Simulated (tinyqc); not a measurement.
Square lattice in a magnetic field (Harper-Hofstadter model), step by step. Values are carried at full precision from step to step, so a last printed digit may differ when a step is redone from the rounded ones.

Constants: h/e = 413566.7697 T angstrom^2.

Parameters, chosen for this exercise: p = 1 (flux per plaquette p/q, in units of h/e); q = 4; a = 130 angstrom (period); tx = 1.9 meV (hopping along x); ty = 0.8 meV (hopping along y); k = (0.462, 0.049) (kx, ky).

## The field behind the flux

B = (p/q)(h/e)/a^2, and the field for one flux quantum a cell.

B = 6.118 T
field for one quantum = 24.47 T

## The Harper matrix

Landau gauge, lattice period 1: the magnetic cell has q sites j = 0 to q - 1 along x. H_jj = -2 ty cos(ky + 2 pi p j/q), H_(j,j+1) = -tx, and the bond from q - 1 back to 0 is H_(q-1,0) = -tx exp(i q kx). The levels depend on k only through cos(q kx) and cos(q ky), so the band edges lie at (0, 0) and (pi/q, pi/q).

Fill it in at the given k.

H(k) (meV):
```
                0        1        2               3
0         -1.5981  -1.9000        0  0.5200+1.8275i
1         -1.9000   0.0784  -1.9000               0
2               0  -1.9000   1.5981         -1.9000
3  0.5200-1.8275i        0  -1.9000         -0.0784
```

## Levels at that k

Diagonalise; the trace is a check.

levels (meV): -3.8403  -1.5007  1.5007  3.8403

trace = 0.0000 meV

## Band edges

Diagonalise at (0, 0) and (pi/q, pi/q).

Bands (meV):

| band | bottom | top | width | gap above |
|---|---|---|---|---|
| 1 | -4.1231 | -3.5776 | 0.5455 | 1.5280 |
| 2 | -2.0496 | 0.0000 | 2.0496 | 0.0000 |
| 3 | 0.0000 | 2.0496 | 2.0496 | 1.5280 |
| 4 | 3.5776 | 4.1231 | 0.5455 | - |

The bands cover 5.190 meV of the zero-field width 4 (tx + ty) = 10.8 meV. For even q the two middle bands touch at E = 0.

## Hall conductance of the gaps

Gap r (r bands filled) has sigma_xy = t_r e^2/h in size and relative sign, where r = q s_r + p t_r with integers and |t_r| <= q/2; the Chern number of band r is t_r - t_(r-1), with t_0 = t_q = 0. The closed middle gap of even q has no unique t and is marked by a dash, as are the two bands that touch.

Integers:

| r | t_r | s_r | Chern number of band r |
|---|---|---|---|
| 1 | 1 | 0 | 1 |
| 2 | - | - | - |
| 3 | -1 | 1 | - |
| 4 | 0 | 1 | 1 |

The first gap carries t = 1; a single Landau level would carry 1.

## Checks

- Size of the Chern number of band 1 from plaquette phases against the integer equation: both 1.00.

Computed by tinyqc, a small Python program: `OMP_NUM_THREADS=1 python tinyqc.py 1251742 1251743 out.jsonl` (the numbers bound the seed that draws the inputs); one thread of a shared host (Intel(R) Xeon(R) Processor @ 2.30GHz), about 0.04 s for the whole set of steps.
